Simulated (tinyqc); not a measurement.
What each change does: band folding and unfolding in a supercell of a chain.

A chain with hopping -t and n = 5 sites a supercell. H(K) has v_j on the diagonal, -t between neighbours and -t exp(2 pi i K) on the bond that closes the cell (from the last site to the first of the next cell). The point K holds the n wave vectors k_m = (K + m)/n of the primitive zone, in 2 pi/a, m = 0 to n - 1, with E0 = -2t cos(2 pi k_m). The unfolding weight of a state c on k_m is |sum_j c_j exp(-2 pi i k_m j)|^2/n, j = 0 to n - 1.

Values chosen for the exercise:
```
symbol  value               unit        meaning
t       1.55                eV          hopping
v       (1.15, 0, 0, 0, 0)  eV          site energies in the supercell
Kq      0.18                2 pi/(n a)  wave vector in the small zone
```

The two lowest levels at K and the weight of the lowest on k_0.

Results for these values:
```
case  level 1 (eV)  level 2 (eV)  weight
base       -2.8519       -1.4003  0.9761
```

What happens to each result for v = (-1.15, 0, 0, 0, 0) eV, all else kept?

Answer: level 1 falls from -2.8519 to -3.3433; level 2 falls from -1.4003 to -1.8396; weight falls from 0.9761 to 0.9512.

The same for each parameter in turn:
```
case                        level 1 (eV)  level 2 (eV)  weight
base                             -2.8519       -1.4003  0.9761
t = 1.705 eV                     -3.1495       -1.5564  0.9794
v = (-1.15, 0, 0, 0, 0) eV       -3.3433       -1.8396  0.9512
Kq = 0.41 2 pi/(n a)             -2.5799       -2.0197  0.8597
```

tinyqc: `OMP_NUM_THREADS=1 python tinyqc.py 1452455 1452456 out.jsonl`; about 0.01 s, one thread, shared Intel(R) Xeon(R) Processor @ 2.30GHz.
